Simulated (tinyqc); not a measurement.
# Transistor under a ferroelectric capacitor (negative capacitance), static model: effect of the remanent polarisation

A ferroelectric film of thickness tf lies between the gate and an inner metal at potential v, which drives an ordinary transistor. One domain, P = Q (background permittivity neglected): Vg = v + tf (2 al Q + 4 be Q^3), al = -3 sqrt(3) Ec/(4 Pr), be = 3 sqrt(3) Ec/(8 Pr^3). Gate charge Q(v) = Qi + Cp v with the channel charge Qi = Cox n Vt ln(1 + exp((v - VT)/(n Vt))). Q in uC/cm^2, E in kV/cm; 1 nm times 1 kV/cm is 1e-4 V. Domains, leakage and the switching time are left out.

C = dQ/dv = Cox/(1 + exp(-(v - VT)/(n Vt))) + Cp; dVg/dv = 1 + C tf (2 al + 12 be Q^2); gain = dv/dVg. The largest gain is taken over -0.3 V < v < 2.5 V, tc is the thickness at which dVg/dv first touches zero, the swing is n Vt ln 10 (1 + 2 al tf Cp), v solves Vg(v) = Vg, and the last column compares Qi(v) with Qi(Vg) of the transistor without the film.

Values chosen for this exercise; Pr and Ec close to those of hafnium oxide based films:
- T = 273 K (temperature)
- Ec = 800 kV/cm (coercive field)
- Cox = 4.4 uF/cm^2 (capacitance of the inner oxide)
- Cp = 0.46 uF/cm^2 (overlap capacitance per gate area)
- VT = 0.25 V (threshold of the inner transistor)
- n = 1.05 (subthreshold factor of the inner transistor)
- tf = 18 nm (ferroelectric thickness)
- Vg = 0.44 V (gate voltage)

Constants: q = 1.602176634e-19 C, kB = 1.380649e-23 J/K, Vt = kB T/q. Results are converted to the units shown.

Results:
```
Pr (uC/cm^2),tc (nm),largest gain,swing (mV/decade),v at Vg (V),Qi with/without film
20,19.95,10.25,51.98,1.462,6.380
24,23.89,4.056,52.80,1.039,4.152
31,30.80,2.406,53.72,0.7384,2.570
48,47.60,1.608,54.84,0.5700,1.684
60,59.47,1.434,55.25,0.5328,1.488
75,74.31,1.320,55.57,0.5083,1.360
```

Estimate the missing row, Pr = 38 uC/cm^2.

Computed row:
```
Pr (uC/cm^2),tc (nm),largest gain,swing (mV/decade),v at Vg (V),Qi with/without film
38,37.72,1.913,54.30,0.6350,2.026
```

With this row back in the table: As Pr goes from 20 to 75 uC/cm^2, the largest gain falls from 10.3 to 1.32, the swing rises from 52.0 to 55.6 mV a decade and tc rises from 19.9 to 74.3 nm. At Pr = 16 uC/cm^2 tf is within 2 % of tc or beyond it, so those rows are left out. For Pr = 20 to 24 uC/cm^2 the gate charge passes 2.5 uC/cm^2, about what a silicon dioxide interlayer withstands. At Pr = 20 uC/cm^2 the gain relies on a single-domain state close to the fold, which domains would spoil.

Numbers from tinyqc (`OMP_NUM_THREADS=1 python tinyqc.py 2860059 2860060 out.jsonl`; about 0.02 s on one thread of a shared Intel Xeon 2.30GHz).
